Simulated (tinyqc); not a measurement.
Worked calculation: Hueckel theory of the pi electrons, for the molecule C=CC=CC(N)=CC(=C)Cl (SMILES; centres numbered as the heavy atoms are written). One step of it, computed by the program tinyqc.

Problem. Orbitals. Diagonalise; E = alpha + x beta with beta < 0, so the largest x are filled first; degenerate levels share their electrons. P = sum n_i c_ri c_si; each orbital has its largest coefficient positive (the first on a tie).

Hueckel matrix in units of beta (H = alpha + beta A), order 1C, 2C, 3C, 4C, 5C, 6N, 7C, 8C, 9C, 10Cl:
```
[[0.000000, 1.000000, 0.000000, 0.000000, 0.000000, 0.000000, 0.000000, 0.000000, 0.000000, 0.000000],
 [1.000000, 0.000000, 1.000000, 0.000000, 0.000000, 0.000000, 0.000000, 0.000000, 0.000000, 0.000000],
 [0.000000, 1.000000, 0.000000, 1.000000, 0.000000, 0.000000, 0.000000, 0.000000, 0.000000, 0.000000],
 [0.000000, 0.000000, 1.000000, 0.000000, 1.000000, 0.000000, 0.000000, 0.000000, 0.000000, 0.000000],
 [0.000000, 0.000000, 0.000000, 1.000000, 0.000000, 0.800000, 1.000000, 0.000000, 0.000000, 0.000000],
 [0.000000, 0.000000, 0.000000, 0.000000, 0.800000, 1.500000, 0.000000, 0.000000, 0.000000, 0.000000],
 [0.000000, 0.000000, 0.000000, 0.000000, 1.000000, 0.000000, 0.000000, 1.000000, 0.000000, 0.000000],
 [0.000000, 0.000000, 0.000000, 0.000000, 0.000000, 0.000000, 1.000000, 0.000000, 1.000000, 0.400000],
 [0.000000, 0.000000, 0.000000, 0.000000, 0.000000, 0.000000, 0.000000, 1.000000, 0.000000, 0.000000],
 [0.000000, 0.000000, 0.000000, 0.000000, 0.000000, 0.000000, 0.000000, 0.400000, 0.000000, 2.000000]]
```

pi electrons, sum of z_r less the charge = 12

Give: x values; occupations; coefficients; charge and bond-order matrix P.

Solution.

x values: [2.2345, 2.0764, 1.5974, 1.3508, 0.8508, 0.2958, -0.3794, -1.0529, -1.5462, -1.9272]

occupations: [2.0000, 2.0000, 2.0000, 2.0000, 2.0000, 2.0000, 0.0000, 0.0000, 0.0000, 0.0000]

coefficients, order 1C, 2C, 3C, 4C, 5C, 6N, 7C, 8C, 9C, 10Cl:
```
[[0.0400, -0.0458, 0.3489, -0.0740, -0.4551, -0.3956, 0.4943, 0.3806, -0.3119, 0.1376],
 [0.0894, -0.0950, 0.5573, -0.0999, -0.3872, -0.1170, -0.1876, -0.4008, 0.4823, -0.2653],
 [0.1597, -0.1515, 0.5414, -0.0610, 0.1257, 0.3610, -0.4232, 0.0413, -0.4339, 0.3736],
 [0.2674, -0.2196, 0.3075, 0.0175, 0.4941, 0.2238, 0.3481, 0.3573, 0.1885, -0.4548],
 [0.4379, -0.3045, -0.0502, 0.0847, 0.2947, -0.2948, 0.2911, -0.4175, 0.1423, 0.5028],
 [0.4769, -0.4226, -0.4122, -0.4540, -0.3632, 0.1958, -0.1239, 0.1308, -0.0374, -0.1174],
 [0.3294, -0.0746, -0.0579, 0.4601, 0.0472, -0.4677, -0.3595, -0.0224, -0.3787, -0.4204],
 [0.2983, 0.1496, -0.0423, 0.5368, -0.2546, 0.1564, -0.1547, 0.4410, 0.4433, 0.3074],
 [0.1335, 0.0721, -0.0265, 0.3974, -0.2992, 0.5287, 0.4077, -0.4189, -0.2867, -0.1595],
 [0.5088, 0.7831, 0.0420, -0.3308, 0.0886, -0.0367, 0.0260, -0.0578, -0.0500, -0.0313]]
```

charge and bond-order matrix P, order 1C, 2C, 3C, 4C, 5C, 6N, 7C, 8C, 9C, 10Cl:
```
[[0.9890, 0.8645, 0.0134, -0.3733, -0.0196, 0.0319, 0.2519, 0.0091, -0.2192, -0.0043],
 [0.8645, 1.0024, 0.4911, -0.0062, -0.0959, 0.0322, -0.0105, 0.0309, 0.0091, -0.0049],
 [0.0134, 0.4911, 0.9828, 0.7685, 0.0287, -0.0604, -0.3169, -0.0124, 0.2502, 0.0068],
 [-0.3733, -0.0062, 0.7685, 1.0176, 0.4993, -0.0999, 0.0267, -0.0949, -0.0216, 0.0136],
 [-0.0196, -0.0959, 0.0287, 0.4993, 0.9358, 0.3100, 0.7212, 0.0230, -0.3451, -0.0177],
 [0.0319, 0.0322, -0.0604, -0.0999, 0.3100, 1.9047, -0.2102, -0.0484, 0.1518, 0.0105],
 [0.2519, -0.0105, -0.3169, 0.0267, 0.7212, -0.2102, 1.1002, 0.5027, -0.0769, -0.0481],
 [0.0091, 0.0309, -0.0124, -0.0949, 0.0230, -0.0484, 0.5027, 0.9812, 0.8478, 0.1226],
 [-0.2192, 0.0091, 0.2502, -0.0216, -0.3451, 0.1518, -0.0769, 0.8478, 1.1013, -0.1083],
 [-0.0043, -0.0049, 0.0068, 0.0136, -0.0177, 0.0105, -0.0481, 0.1226, -0.1083, 1.9850]]
```
